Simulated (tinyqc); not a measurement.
# Thin-body transistor below threshold, two-dimensional Poisson equation on a small mesh: effects of single changes

A thin body on a thick buried insulator of low permittivity, taken as carrying no normal field at the bottom of the body (row 0). Mobile charge is neglected (subthreshold), the body is fully depleted, and potentials are counted from the intrinsic level; rows run upward to the gate, columns from source to drain.

Parameters, values chosen for the exercise; semiconductor permittivity close to that of silicon:

| symbol | value | unit | meaning |
|---|---|---|---|
| T | 300 | K | temperature |
| eps_r | 11.9 |  | relative permittivity of the semiconductor |
| eox | 7.5 |  | relative permittivity of the insulator |
| tb | 3 | nm | body thickness |
| tox | 3.1 | nm | insulator thickness |
| L | 18 | nm | channel length |
| Na | 1.6e18 | cm^-3 | acceptor density of the depleted body |
| Vbi | 0.48 | V | potential of the source |
| Vfb | 0.02 | V | gate offset |
| Vg | -0.1 | V | gate voltage |
| Vd | 0.05 | V | drain voltage |

Constants: q = 1.602176634e-19 C, kB = 1.380649e-23 J/K, Vt = kB T/q, eps0 = 8.8541878128e-14 F/cm where lengths are in cm. Results are converted to the units shown.

Each table varies one quantity; the others keep the values above.

## Choice of the relaxation factor

Mesh: rows i = 0..3 in the semiconductor (step hs = tb/3, row 3 on the interface), then 2 step(s) ho = tox/2 up to the gate row 5; columns j = 0..7 (step hy = L/7). Box integration, divided by eps0: up_i = eps hy/h of the interval above row i, dn_i = that of the interval below (0 for row 0), lat_i = (sum of eps h/2 over the intervals above and below)/hy, s_i = -q Na w_i hy/eps0 with w_i the semiconductor height of the box (hs/2 for row 0 and the interface row, hs between, 0 in the insulator). Each free node obeys (up + dn + 2 lat) psi = up psi(above) + dn psi(below) + lat [psi(left) + psi(right)] + s. Fixed values: gate row Vg - Vfb; column 0 at Vbi and the last column at Vbi + Vd in the semiconductor, each running linearly to Vg - Vfb across the insulator. Sweeps go row by row from row 0, left to right, psi(new) = psi + omega (t - psi) with t the value that solves the node equation for the newest neighbours; free nodes start at zero; stop when the largest change is below 1e-7 V.

Results:
```
omega  sweeps
1         155
1.1       129
1.2       106
1.3        85
1.5        49
1.6        32
1.7        44
1.8        68
1.9       139
```

Estimate the missing row, omega = 1.4.

Computed row:
```
omega  sweeps
1.4        67
```

With this row back in the table: Gauss-Seidel (omega = 1) takes 155 sweeps; the fewest, 32, are at omega = 1.6, and omega = 1.9 takes 139. The Jacobi matrix of this mesh has spectral radius rho = 0.9634, so theory puts the best factor at 2/(1 + sqrt(1 - rho^2)) = 1.58.

## Effect of the channel length

Mesh: rows i = 0..12 in the semiconductor (step hs = tb/12, row 12 on the interface), then 8 step(s) ho = tox/8 up to the gate row 20; columns j = 0..80 (step hy = L/80). The system is solved directly. On row 0 the minimum of psi and its place come from a parabola through the three lowest nodes; barrier = Vbi - minimum, swing = Vt ln 10/(d psi/dVg), DIBL = (d psi/dVd)/(d psi/dVg) there. Lambda = pi/k with k the smallest positive root of tan(k tox) tan(k tb) = eox/eps_r.

Effect of the channel length:
```
L (nm)  L/Lambda  barrier (V)  place y/L  swing (mV/decade)  DIBL (mV/V)
13        0.9104       0.3171     0.4851              117.9        466.9
16         1.120       0.4031     0.4886              93.88        276.3
19         1.331       0.4690     0.4907              81.20        174.8
23         1.611       0.5312     0.4925              72.02        100.9
28         1.961       0.5798     0.4939              66.18        53.81
34         2.381       0.6121     0.4950              62.80        26.46
41         2.871       0.6307     0.4958              61.00        11.92
50         3.502       0.6408     0.4966              60.07        4.372
```

As L goes from 13 to 50 nm, the barrier rises from 0.317 to 0.641 V, the swing falls from 118 to 60.1 mV a decade and DIBL falls from 467 to 4.37 mV/V; the ideal swing is 59.5. L/Lambda goes from 0.91 to 3.5. Between the last two rows DIBL decays with a length of 8.97 nm; 2 Lambda/pi is 9.09 nm. In every row the body is under 5 nm thick, where quantum confinement matters.

## Effect of the insulator thickness

Same model as above.

Effect of the insulator thickness:
```
tox (nm)  L/Lambda  barrier (V)  place y/L  swing (mV/decade)  DIBL (mV/V)
1.2          1.885       0.5463     0.4934              67.77        66.55
1.7          1.656       0.5204     0.4925              71.66        97.95
2.4          1.427       0.4840     0.4913              77.81        147.5
3.3          1.221       0.4396     0.4898              86.72        219.1
4.5          1.032       0.3868     0.4877              100.1        326.0
6.2         0.8518       0.3255     0.4847              121.4        495.5
```

What does the comparison show?

As tox goes from 1.2 to 6.2 nm, the barrier falls from 0.546 to 0.325 V, the swing rises from 67.8 to 121 mV a decade and DIBL rises from 66.5 to 495 mV/V; the ideal swing is 59.5. L/Lambda goes from 1.9 to 0.85. In every row the body is under 5 nm thick, where quantum confinement matters.

Computed by the program tinyqc: `OMP_NUM_THREADS=1 python tinyqc.py 2480151 2480152 out.jsonl`, one thread of a shared Intel Xeon 2.30GHz, about 0.2 s for the whole run.
